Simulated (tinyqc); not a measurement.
# Illuminated p-n diode, drift-diffusion by the Gummel loop with Scharfetter-Gummel fluxes: Solar-cell figures against the uniform generation rate

Abrupt junction at x = 0, p side from -Lp, n side to Ln, ohmic contacts. psi is counted from the intrinsic level; n = ni exp((psi - phin)/Vt), p = ni exp((phip - psi)/Vt). Contacts: p side psi = V - Vt ln(Na/ni), p = Na, n = ni^2/Na; n side psi = Vt ln(Nd/ni), n = Nd, p = ni^2/Nd. Constant mobilities, D = mu Vt, Boltzmann statistics, SRH recombination through a mid-gap level, U = (n p - ni^2)/(tp (n + ni) + tn (p + ni)). Current is positive from the p contact to the n contact.

ni = sqrt(Nc Nv) exp(-Eg/(2 Vt)), Eg in volts. Poisson and both continuity equations are solved self-consistently with Scharfetter-Gummel fluxes on a graded mesh of 500 nodes. Jsc = -J(0), collected share Jsc/(q G (Lp + Ln)), estimate q G [W + Le tanh(wp/2 Le) + Lh tanh(wn/2 Lh)] at V = 0 with Le = sqrt(Dn tn), Lh = sqrt(Dp tp), W, wp = Lp - xp and wn = Ln - xn from the depletion approximation; J(Voc) = 0; Vmp maximises -J V; FF = Pmax/(Jsc Voc).

Values chosen for this exercise; band and dielectric values those of a made-up semiconductor:
```
symbol    value        unit                                 meaning
T           300           K                             temperature
Eg         1.33          eV                                band gap
eps_r      10.5                               relative permittivity
Nc      3.39e19       cm^-3  conduction-band density of states at T
Nv      2.51e19       cm^-3     valence-band density of states at T
Na       2.6e16       cm^-3          acceptor density of the p side
Nd       4.5e16       cm^-3             donor density of the n side
mun         990  cm^2/(V s)                       electron mobility
mup         290  cm^2/(V s)                           hole mobility
tn         4e-8           s               SRH lifetime of electrons
tp         1e-8           s                   SRH lifetime of holes
Lp          2.7          um                    length of the p side
Ln          1.3          um                    length of the n side
```

Constants: q = 1.602176634e-19 C, kB = 1.380649e-23 J/K, Vt = kB T/q, eps0 = 8.8541878128e-14 F/cm where lengths are in cm. Results are converted to the units shown.

Result of one run:
```
G (cm^-3 s^-1)  Jsc (mA/cm^2)  collected share (%)  estimate of Jsc (mA/cm^2)  Voc (V)  Vmp (V)     FF  Pmax (mW/cm^2)
2e18                   0.0676                 52.8                     0.0678    0.528    0.431  0.728          0.0260
```

What becomes of these results when the uniform generation rate G is changed from 2e18 to 2e20 cm^-3 s^-1, all else the same?

Result of the changed run:
```
G (cm^-3 s^-1)  Jsc (mA/cm^2)  collected share (%)  estimate of Jsc (mA/cm^2)  Voc (V)  Vmp (V)     FF  Pmax (mW/cm^2)
2e20                     6.76                 52.8                       6.78    0.669    0.582  0.807            3.65
```

The whole series:
```
G (cm^-3 s^-1)  Jsc (mA/cm^2)  collected share (%)  estimate of Jsc (mA/cm^2)  Voc (V)  Vmp (V)     FF  Pmax (mW/cm^2)
2e18                   0.0676                 52.8                     0.0678    0.528    0.431  0.728          0.0260
1e19                    0.338                 52.8                      0.339    0.583    0.490  0.764           0.151
4e19                     1.35                 52.8                       1.36    0.624    0.535  0.788           0.665
2e20                     6.76                 52.8                       6.78    0.669    0.582  0.807            3.65
7e20                     23.7                 52.8                       23.7    0.703    0.616  0.816            13.6
```

As G rises from 2e18 to 7e20, the collected share stays near 52.8 %, Voc rises from 0.528 to 0.703 V and FF rises from 0.728 to 0.816. The estimate of Jsc is within 0.20 % in all rows. Voc gains 68.8 mV a decade of Jsc, an ideality of 1.16.

Numbers from tinyqc (`OMP_NUM_THREADS=1 python tinyqc.py 2240148 2240149 out.jsonl`; about 0.8 s on one thread of a shared Intel Xeon 2.30GHz).
